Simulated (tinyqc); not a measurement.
# Surface photovoltage measurement of the minority-carrier diffusion length in a wafer, step by step

A worked calculation. Computed by tinyqc, a small Python program that keeps every step. Command: `OMP_NUM_THREADS=1 python tinyqc.py 3130075 3130076 out.jsonl spv walk`. One thread of a shared host (Intel(R) Xeon(R) Processor @ 2.30GHz), about 0.01 s of CPU time with the checks. Intermediate numbers are printed to about 6 digits and carried at full precision; extremes and crossings named in words are read from the listed rows.

Low injection, steady light, a depletion layer much thinner than 1/alpha and L. The excess density dn is taken at the front edge of the neutral region; light that reaches the back is lost.

Inputs (values chosen for the exercise, modelled on p-type silicon at room temperature):

| quantity | value | unit |
|---|---|---|
| diffusion length L | 18 | micrometre |
| wafer thickness W | 775 | micrometre |
| diffusivity D | 30.9 | cm^2/s |
| front recombination velocity S_f | 1700 | cm/s |
| back recombination velocity S_b | 430000 | cm/s |
| photon flux entering | 8.1e+13 | 1/(cm^2 s) |
| minority density at the surface barrier scale n_0 | 4.3e+08 | 1/cm^3 |
| temperature T | 298 | K |
| wavelength | 863 | nm |
| relative noise of each reading | 0.5 | % |
| diffusion length after pair splitting over L | 0.58 | - |
| iron factor C | 1.07e+16 | micrometre^2/cm^3 |

Constants: k_B = 8.617333262e-05 eV/K.

## One wavelength

alpha = (84.732/lambda - 76.417)^2 per cm with lambda in micrometre (an empirical fit for silicon between 0.7 and 1.05 micrometre). Thick wafer: dn = Phi L/((S_f + D/L)(L + 1/alpha)). Finite wafer, with s = S_b L/D, w = W/L, a = alpha L: dn = [Phi a/(a^2 - 1)] [a - B - exp(-alpha W)(a - s)/(cosh w + s sinh w)]/(S_f + B D/L), B = (sinh w + s cosh w)/(cosh w + s sinh w). Photovoltage V = (k_B T/e) ln(1 + dn/n_0). Lifetime = L^2/D.

alpha = 473.762 1/cm

penetration depth 1/alpha = 21.1076 micrometre

dn, thick wafer = 1.97606e+09 1/cm^3

B = 1

dn, finite wafer = 1.97606e+09 1/cm^3

photovoltage V = 44.2194 mV

lifetime = 0.104854 microsecond

Caution: dn is not small against n_0, so V is not linear in the flux; the constant-flux reading then needs dn, not V.

## The linear plot

normal deviates g for the noise: -0.58  0.84  -2.70  -2.69  -0.78  0.64  -0.86

Readings y = (Phi/dn) (1 + noise x g) at 780, 830, 880, 920, 950, 975 and 995 nm; a least-squares line y = c (1/alpha + L_app) gives L_app = intercept/slope.

Readings:

| lambda (nm) | 1/alpha (micrometre) | y (cm/s) | line (cm/s) |
|---|---|---|---|
| 780 | 9.636 | 28883 | 28736 |
| 830 | 15.176 | 34919 | 34535 |
| 880 | 25.330 | 44803 | 45165 |
| 920 | 40.658 | 60655 | 61211 |
| 950 | 61.278 | 82771 | 82799 |
| 975 | 90.917 | 114527 | 113827 |
| 995 | 130.888 | 155385 | 155671 |

slope = 1046.88 cm/(s micrometre)

apparent length L_app = 17.8126 micrometre

error of L_app (rounded to 0.001) = -1.041 %

At W/L = 43.1 the finite thickness shifts L_app by less than 0.05 %. S_f scales all readings alike and leaves L_app unchanged.

## Where the wafer is too thin

No noise; L is varied at fixed W, and the last two columns set S_b to 0 and to 1e7 cm/s.

Apparent length (micrometre):

| L | W/L | given S_b | S_b = 0 | S_b = 1e7 |
|---|---|---|---|---|
| 38.8 | 19.9742 | 38.800 | 3.88000e+01 | 38.800 |
| 77.5 | 10.0000 | 77.500 | 7.75001e+01 | 77.500 |
| 155.0 | 5.0000 | 154.888 | 1.55100e+02 | 154.887 |
| 232.0 | 3.3405 | 229.935 | 2.33971e+02 | 229.923 |
| 388.0 | 1.9974 | 359.647 | 4.17454e+02 | 359.551 |
| 620.0 | 1.2500 | 479.325 | 7.94476e+02 | 479.051 |
| 1010.0 | 0.7673 | 565.088 | 1.75591e+03 | 564.621 |
| 1630.0 | 0.4755 | 608.002 | 4.06370e+03 | 607.416 |
| 3100.0 | 0.2500 | 630.099 | 1.19646e+04 | 629.446 |

With a fast back surface L_app levels off, at 629 micrometre in the last row; with a passive one it reaches up to 3.86 times L among these rows and is 12000 in the last. All three columns are within 5 % of L down to W/L = 3.3.

## Iron from two lengths

Splitting iron-boron pairs in boron-doped silicon shortens L; with nothing else changing, [Fe] = C (1/L_after^2 - 1/L^2). It is evaluated with the true lengths and with the apparent ones (without noise), which differ when the wafer is not thick against L.

L_after = 10.44 micrometre

[Fe] from the true lengths = 6.51462e+13 1/cm^3

[Fe] from the apparent lengths = 6.51462e+13 1/cm^3

bias, apparent over true less 1 (rounded to 0.001) = 0 %

Checks made by the program: dn against a finite-difference solution (relative difference 2e-05).
